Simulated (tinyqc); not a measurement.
Comparisons within one model: dielectric confinement in a thin film (image charges). A value that a table varies takes the place of the one given here.

A film |z| < t/2 of dielectric constant eps between half-spaces of dielectric constant e2; lam = (eps - e2)/(eps + e2), q = e^2/(4 pi eps0). The self-energy of a band edge is taken with the high-frequency value, e2 = eh, and the field of a fixed ion with the static one, e2 = eo. A charge at z has images lam^|n| at n t + (-1)^n z. Its self-energy is S(z) = (q/2 eps) sum over n >= 1 of lam^n [1/(n t - 2z) + 1/(n t + 2z)] for odd n and 2 lam^n/(n t) for even n; at the centre S(0) = -(q/(eps t)) ln(1 - lam).

Donor at the centre, lam from the static eo, trial function cos(pi z/t) exp(-rho/l): E(l) = c/(m l^2) - (q/eps) times the integral over k of F(k t) (1 + (k l/2)^2)^(-3/2), with F(x) = F0 + 2 lam exp(-x) G/(1 - lam exp(-x)), F0 = 2[(1 - exp(-x/2))/x + x (1 + exp(-x/2))/(x^2 + 4 pi^2)], G = 2 sinh(x/2)[1/x - x/(x^2 + 4 pi^2)]; c = hbar^2/2m0. The binding energy is -E at the minimum, counted from the subband edge with its self-energy.

Constants: e^2/(4 pi eps0) = 14.39964547 eV angstrom; hbar^2/2m0 = 3.80998211 eV angstrom^2; Ry = 13.60569312 eV.

Values chosen for the exercise (near those of a Si (100) film, two-fold valleys, between layers of SiO2; the results hold for these values, not for the real material):
- eps = 12 (dielectric constant of the film)
- eh = 2.2 (high-frequency dielectric constant outside)
- eo = 3.9 (static dielectric constant outside)
- m = 0.185 m0 (mass in the plane)
- mz = 0.91 m0 (mass across the film)
- ts = (10, 15, 22, 32, 48, 70, 100) angstrom (thicknesses)
- t = 70 angstrom (film thickness)

## Thinning the film

<S> is the mean over (2/t) cos^2(pi z/t); confinement c (pi/t)^2/mz; donor binding with and without images.

Results:
```
t (angstrom)  <S> (meV)  confinement (meV)  binding, no images (meV)  binding (meV)  l (angstrom)
10                158.9              413.2                      55.2          164.3          16.0
15                106.0              183.7                      50.8          132.6          18.4
22                 72.2               85.4                      46.2          107.3          21.1
32                 49.7               40.4                      41.3           86.4          24.1
48                 33.1               17.9                      35.9           67.7          27.9
70                 22.7                8.4                      30.8           53.6          32.2
100                15.9                4.1                      26.3           42.7          36.9
```

What can be read from the table?

Between 100 and 10 angstrom the binding goes from 42.7 to 164.3 meV; quantum confinement alone would take it from 26.3 to 55.2, so the images supply +16.4 and +109.1 meV. |<S>| goes as 1/t and exceeds the confinement energy beyond 26 angstrom. Hard-wall energies above 300 meV (up to t = 10 angstrom) overstate the confinement: walls are finite and valleys non-parabolic.

## Choice of the surrounding dielectric

The same film between different dielectrics; in this table one value e2 serves for both eo and eh.

Results:
```
case         lam  <S> (meV)  binding (meV)  l (angstrom)
e2 = 1     0.846       35.3           92.1          31.0
e2 = 2.5   0.655       20.7           65.2          31.7
e2 = 3.9   0.509       14.1           53.6          32.2
e2 = 7.5   0.231        5.4           39.1          33.2
e2 = 16   -0.143       -2.8           26.7          34.6
e2 = 25   -0.351       -6.5           21.6          35.5
e2 = 80   -0.739      -12.3           14.1          37.2
```

How do the results move?

The binding spans a factor 6.5, from 92 meV in vacuum to 14.1 meV for e2 = 80; going from 3.9 to 25 changes it by -32.0 meV and the band edge by -20.6 meV, so the binding responds 1.55 times as much as the edge (for an orbit much smaller than t the binding would change by twice the change of S(0), -34.7 meV; here l/t = 0.46 for e2 = 3.9).

## What each parameter does

<S> is the mean over (2/t) cos^2(pi z/t). Each row changes one parameter from the base and keeps the others.

Results:
```
case             lam from eh  <S> (meV)  binding (meV)  l (angstrom)
base                   0.690       22.7           53.6          32.2
t = 64 angstrom        0.690       24.8           56.7          31.1
eps = 10.8             0.662       23.4           59.0          30.3
eo = 5.5               0.690       22.7           45.6          32.7
eh = 2.9               0.611       18.5           53.6          32.2
m = 0.222 m0           0.690       22.7           57.3          28.8
```

What can be read from the table?

The largest shifts from the base row, up to three for each result and ties (the steps differ in size, so this ranks the rows, not the parameters). lam from eh: eh -0.079, eps -0.029; unchanged at the printed digits by t, eo and m. <S> (meV): eh -4.2, t +2.1, eps +0.7; unchanged at the printed digits by eo and m. binding (meV): eo -8.0, eps +5.5, m +3.7; unchanged at the printed digits by eh. l (angstrom): m -3.4, eps -1.9, t -1.1; unchanged at the printed digits by eh.

Computed by tinyqc, a small Python program: `OMP_NUM_THREADS=1 python tinyqc.py 1252511 1252512 out.jsonl` (the numbers bound the seed that draws the inputs); one thread of a shared host (Intel(R) Xeon(R) Processor @ 2.30GHz), about 0.03 s for the whole set of steps.
